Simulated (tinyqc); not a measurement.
A square-lattice strip 2 sites wide, recursive Green functions: two steps of the calculation.

The device has N = 3 slices of 2 site(s), nearest-neighbour hopping -t, and site energies U; the leads are semi-infinite continuations with site energy 0. V = <i+1|H|i> = -t 1.

Inputs (values chosen for the exercise):

| symbol | value | unit | meaning |
|---|---|---|---|
| t | 1.6 | eV | hopping (matrix element -t) |
| U | [0.06, -0.31, 0.07, 0.07, 0.08, -0.33] | eV | site energies, slice by slice (2 a slice) |
| E | 1.49 | eV | energy |

Task 1. Self-energy of the leads. Transverse modes n = 1..2: chi_n(j) = sqrt(2/3) sin(pi n j/3), energy e_n = -2 t cos(pi n/3). Sigma = t^2 sum_n chi_n chi_n^T g(E - e_n), g(x) = (x - i sqrt(4 t^2 - x^2))/(2 t^2) for |x| < 2 t and (x - sign(x) sqrt(x^2 - 4 t^2))/(2 t^2) otherwise; Gamma = i (Sigma - Sigma^dagger); both leads give the same.

Find: Sigma; Gamma; open modes.

Result 1.

Sigma (eV):
```
	1	2
1	0.745-1.007i	0.800+0.592i
2	0.800+0.592i	0.745-1.007i
```

Gamma (eV):
```
	1	2
1	2.015	-1.183
2	-1.183	2.015
```

open modes = 2

Task 2. Slice 3. Forward pass: g_1 = (E - H_1 - Sigma)^(-1), g_i = (E - H_i - V g_(i-1) V^dagger)^(-1), with Sigma also subtracted on the last slice; G_(i,1) = g_i V G_(i-1,1), starting from g_1. H_i is the block of slice i: its site energies on the diagonal and -t between neighbouring rows.

g_2 (1/eV):
```
	1	2
1	0.20428879-0.34289242i	0.34397073+0.24090111i
2	0.34397073+0.24090111i	0.31442651-0.41522273i
```

G_(2,1) (1/eV):
```
	1	2
1	0.09972297+0.06341591i	-0.50956281+0.12909269i
2	-0.61970053+0.20142299i	0.00197574+0.12760906i
```

Sigma (eV):
```
	1	2
1	0.7450000-1.0074785i	0.8000000+0.5915759i
2	0.8000000+0.5915759i	0.7450000-1.0074785i
```

Give: g_3; G_(3,1).

Result 2.

g_3 (1/eV):
```
	1	2
1	0.0984-0.8337i	0.0875-0.4790i
2	0.0875-0.4790i	0.1301-0.7489i
```

G_(3,1) (1/eV):
```
	1	2
1	-0.1679-0.3800i	-0.1901-0.7164i
2	-0.1749-0.7170i	-0.1810-0.4328i
```

Numbers from tinyqc (`OMP_NUM_THREADS=1 python tinyqc.py 2660045 2660046 out.jsonl`; about 0.01 s on one thread of a shared Intel Xeon 2.30GHz).
